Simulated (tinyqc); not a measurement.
Worked calculation: effective-mass impurity with a central-cell term, in a basis of Slater functions. Computed by tinyqc, a small Python program that keeps every step. Command: `OMP_NUM_THREADS=1 python tinyqc.py 3021841 3021842 out.jsonl centralcell walk`. One thread of a shared host (Intel(R) Xeon(R) Processor @ 2.30GHz), about 0.01 s of CPU time with the checks. Intermediate numbers are printed to about 6 digits and carried at full precision; extremes and crossings named in words are read from the listed rows.

The envelope obeys H = -nabla^2 - (2/r) [Z + A exp(-kappa r)] in effective units, with kappa = a*/lambda; positive A deepens the well near the core.

Inputs (values chosen for the exercise, with mass and screening modelled on diamond):
```
quantity                   value      unit
effective mass m           0.587       m_0
dielectric constant eps     5.92         -
charge Z of the core           1         -
central-cell strength A     0.41         -
central-cell range lambda    1.6  angstrom
basis size n                   5         -
smallest exponent zeta_1    0.31      1/a*
ratio beta of exponents        3         -
```

Impurity: donor, one isotropic band.

Constants: Ry = 13.605693123 eV; a_0 = 0.529177210903 angstrom.

## Effective units

Units: Ry* = Ry m/eps^2 and a* = a_0 eps/m, with m in m_0. kappa = a*/lambda; the hydrogenic ground state is bound by Z^2 Ry*.

Ry* = 227.885 meV

a* = 5.33685 angstrom

kappa = 3.33553 1/a*

hydrogenic binding energy = 227.885 meV

Caution: the effective Bohr radius is only a few bond lengths, so the envelope approximation is rough.

## Matrices over the s basis

zeta_i = zeta_1 beta^(i-1), i = 1..n. For s functions exp(-zeta r), with s = zeta_i + zeta_j: S = 2/s^3, T = zeta_i zeta_j S, V = -2 Z/s^2, W = -2 A/(s + kappa)^2; each function is normalised by dividing by sqrt(S_ii S_jj).

exponents (1/a*): 0.31  0.93  2.79  8.37  25.11

overlap S:
```
         1        2        3        4        5
1  1.00000  0.64952  0.21600  0.05113  0.01058
2  0.64952  1.00000  0.64952  0.21600  0.05113
3  0.21600  0.64952  1.00000  0.64952  0.21600
4  0.05113  0.21600  0.64952  1.00000  0.64952
5  0.01058  0.05113  0.21600  0.64952  1.00000
```

kinetic T (Ry*):
```
           1         2         3         4          5
1     0.0961  0.187256  0.186818  0.132663  0.0823350
2   0.187256    0.8649   1.68531   1.68137    1.19396
3   0.186818   1.68531    7.7841   15.1678    15.1323
4   0.132663   1.68137   15.1678   70.0569    136.510
5  0.0823350   1.19396   15.1323   136.510   630.5121
```

Coulomb V (Ry*):
```
           1          2         3          4          5
1      -0.62  -0.805404   -0.6696  -0.443794  -0.268876
2  -0.805404      -1.86  -2.41621    -2.0088   -1.33138
3    -0.6696   -2.41621     -5.58   -7.24863    -6.0264
4  -0.443794    -2.0088  -7.24863     -16.74   -21.7459
5  -0.268876   -1.33138   -6.0264   -21.7459     -50.22
```

central cell W (Ry*):
```
             1           2           3           4           5
1  -0.00624525  -0.0242526  -0.0637022  -0.0949552  -0.0861477
2   -0.0242526  -0.0977379   -0.275388   -0.446169   -0.428940
3   -0.0637022   -0.275388   -0.896174    -1.76157    -1.97130
4   -0.0949552   -0.446169    -1.76157    -4.77217    -7.37344
5   -0.0861477   -0.428940    -1.97130    -7.37344    -18.1053
```

## Generalised eigenproblem

(T + V + W) c = E S c with c^T S c = 1 and the largest component positive.

two lowest levels (Ry*): -1.13067  -0.26195

coefficients of the lowest state: -0.094130  0.976719  0.119829  -0.009076  0.001011

<T> = 1.24091 Ry*

<W> = -0.154734 Ry*

## Converged levels

Large basis: zeta_i = 0.06 x 1.6^(i-1), i = 1..22, same formulas; for p functions r exp(-zeta r): S = 24/s^5, T = zeta_i zeta_j S (centrifugal term included), V = -12 Z/s^4, W = -12 A/(s + kappa)^4; overlap eigenvalues below 1e-11 are dropped. Binding energies are -E Ry*; the effective quantum number is nu = Z/sqrt(-E); |psi(0)|^2 is given relative to the hydrogenic Z^3/(pi a*^3).

1s binding energy = 259.147 meV

2s binding energy = 60.3897 meV

2p binding energy = 57.1060 meV

effective quantum number of 1s = 0.937745

relative |psi(0)|^2 = 1.74664

The central cell moves 1s by +31.262 meV, 2s by +3.418 meV and 2p by +0.1348 meV: p states vanish at the core, so the 2p level gives the hydrogenic scale and 1s the chemical shift. The small basis lies 1.5 meV above the converged 1s level.

## Chemical shift by three methods

First order: shift = 8 A Z^3/(2 Z + kappa)^2 Ry*. One exponent: minimise zeta^2 - 2 Z zeta - 8 A zeta^3/(2 zeta + kappa)^2 by golden section on 0.2 to 6 Z. All shifts are the binding beyond Z^2 Ry*.

Shift of the 1s binding energy (meV):
```
A       first order  one exponent  large basis
-0.410     -26.2563      -22.8898     -22.4145
-0.205     -13.1282      -12.2319     -12.1052
0.041        2.6256        2.6645       2.6699
0.102        6.5321        6.7773       6.8115
0.205       13.1282       14.1541      14.2960
0.410       26.2563       30.6670      31.2621
0.512       32.7884       39.9257      40.8724
```

The three columns are ordered, first order <= one exponent <= large basis, since each is a variational bound with more freedom. At the largest attractive A first order gives 80 % and one exponent 98 % of the shift; at the most repulsive A the true shift is -22.414 meV against -26.256. Attraction pulls the envelope in and feeds itself, repulsion pushes it out and saturates.

## Convergence with the basis

The error is the lowest level above the large-basis value.

Error of the 1s level:
```
n  error (meV)  largest exponent (1/a*)
1      138.335              3.10000e-01
2        7.950              9.30000e-01
3        1.818              2.79000e+00
4        1.552              8.37000e+00
5        1.485              2.51100e+01
6        1.468              7.53300e+01
7        1.464              2.25990e+02
8        1.463              6.77970e+02
```

The error falls from 138 to 1.46 meV. The last function changes it by less than 5 %: it has levelled off, and what remains is set by beta and zeta_1, not by the range of exponents.

Checks made by the program: the large basis at A = 0 against Z^2, Z^2/4 and Z^2/4 (relative difference 5e-06).
